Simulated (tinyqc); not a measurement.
# Undoped symmetric double-gate MOSFET, analytic potential model: effects of single changes

An undoped body of thickness ts between two equal insulators and tied gates; long channel, electrons only, n = ni exp((psi - V)/Vt) with V the quasi-Fermi potential (0 at the source, Vd at the drain), constant mobility, no quantisation. Across the body psi(x) = V - 2 Vt ln[(ts/(2 beta)) sqrt(q ni/(2 eps0 eps_r Vt)) cos(2 beta x/ts)], x from the centre. Q is the electron charge per area of the whole body.

Values chosen for this exercise; material values close to those of silicon:
```
symbol    value        unit                                             meaning
T           300           K                                         temperature
Eg         1.11          eV                                            band gap
eps_r      11.5                      relative permittivity of the semiconductor
Nc       2.8e19       cm^-3              conduction-band density of states at T
Nv      2.69e19       cm^-3                 valence-band density of states at T
eox        7.26                     relative permittivity of the gate insulator
tox         1.9          nm                                 insulator thickness
ts            8          nm                                      body thickness
dphi      -0.01           V  gate work function less that of the intrinsic body
mu          180  cm^2/(V s)                                    channel mobility
L           0.5          um                                         gate length
Vd          0.8           V                                       drain voltage
```

Constants: q = 1.602176634e-19 C, kB = 1.380649e-23 J/K, Vt = kB T/q, eps0 = 8.8541878128e-14 F/cm where lengths are in cm. Results are converted to the units shown.

Each table varies one quantity; the others keep the values above.

## Transfer curve and volume inversion

ni = sqrt(Nc Nv) exp(-Eg/(2 Vt)), Eg in volts; r = eps_r tox/(eox ts); V0 = dphi + 2 Vt ln[(2/ts) sqrt(2 eps0 eps_r Vt/(q ni))]. beta (between 0 and pi/2) solves (Vg - V0 - V)/(2 Vt) = ln(beta) - ln(cos beta) + 2 r beta tan(beta). Q = 8 eps0 eps_r Vt beta tan(beta)/ts; I = mu (1/L)(4 eps0 eps_r/ts)(2 Vt)^2 [g(beta_s) - g(beta_d)] per width, g = beta tan(beta) - beta^2/2 + r beta^2 tan^2(beta), with beta_s at V = 0 and beta_d at V = Vd. The drop is psi(surface) - psi(centre) at the source end; C = dQs/dVg, Cg = 2 eps0 eox/tox; gm = dI/dVg.

Transfer curve and volume inversion:
```
Vg (V),Qs (nC/cm^2),drop (mV),C/Cg,I (uA/um),gm/I (1/V)
0.18,0.002597,2.551e-4,1.485e-5,2.417e-5,38.68
0.29,0.1827,0.01794,0.001043,0.001702,38.65
0.41,16.57,1.610,0.08340,0.1647,36.22
0.52,225.9,19.37,0.4773,3.944,20.62
0.63,669.6,45.96,0.6869,21.17,11.39
0.74,1223,67.85,0.7881,58.39,7.538
0.85,1832,84.81,0.8441,118.7,5.554
0.97,2533,99.36,0.8807,212.9,4.284
1.08,3197,110.2,0.9025,326.3,3.527
```

The current rises from 2.42e-5 to 326 uA/um. In the first row gm/I is 38.7 1/V, within 0.01 % of 1/Vt: with no depletion charge the whole body follows the gate, and the swing is ideal. The drop between surface and centre goes from 2.6e-4 to 110 mV and passes Vt at Vg = 0.63 V among the rows; below that the density varies across the body by less than a factor of e (volume inversion). C reaches 0.90 of Cg in the last row. For Vg = 0.63 to 1.08 V the surface density at the source passes 0.3 Nc, where Boltzmann statistics fail.

## Effect of the gate work function less that of the intrinsic body

Q = 8 eps0 eps_r Vt beta tan(beta)/ts; I = mu (1/L)(4 eps0 eps_r/ts)(2 Vt)^2 [g(beta_s) - g(beta_d)] per width, g = beta tan(beta) - beta^2/2 + r beta^2 tan^2(beta), with beta_s at V = 0 and beta_d at V = Vd.  I(low) is taken at Vg = 0.23 V, Qs and I(high) at Vg = 0.98 V.

Effect of the gate work function less that of the intrinsic body:
```
dphi (V),V0 (V),I(low) (nA/um),Qs(high) (nC/cm^2),I(high) (uA/um)
-0.16,0.3280,54.06,3504,386.6
-0.11,0.3780,7.974,3197,326.3
-0.06,0.4280,1.156,2894,271.5
-0.01,0.4780,0.1672,2593,222.1
0.04,0.5280,0.02417,2296,178.1
0.09,0.5780,0.003494,2004,139.4
0.14,0.6280,5.051e-4,1718,105.9
```

As dphi goes from -0.16 to 0.14 V, I(low) falls from 54.1 to 5.05e-4 nA/um and I(high) falls from 387 to 106 uA/um. V0 rises from 0.328 to 0.628 V. In every row the surface density at the source at the higher gate voltage passes 0.3 Nc, where Boltzmann statistics fail.

## Output curve

Same model as above.

In this table Vg = 0.78 V.

Output curve:
```
Vd (V),Qd (nC/cm^2),Qd/Qs,I (uA/um)
0.06,1117,0.7760,27.58
0.11,861.8,0.5988,45.36
0.16,623.6,0.4333,58.70
0.22,368.9,0.2563,69.35
0.27,194.6,0.1352,74.36
0.32,72.76,0.05055,76.67
0.38,11.71,0.008136,77.43
0.43,1.836,0.001276,77.53
0.48,0.2688,1.868e-4,77.54
```

The current rises from 27.6 to 77.5 uA/um, while the charge at the drain end falls from 0.78 to 1.9e-4 of that at the source. The current first comes within 1 % of its last value at Vd = 0.38 V among the rows. Over the last rows Qd falls by a factor of e for each Vt of drain voltage: the drain end is in weak inversion. In every row the surface density at the source passes 0.3 Nc, where Boltzmann statistics fail.

tinyqc, about 0.01 s, one thread, Intel Xeon 2.30GHz (shared host): `OMP_NUM_THREADS=1 python tinyqc.py 2440028 2440029 out.jsonl`
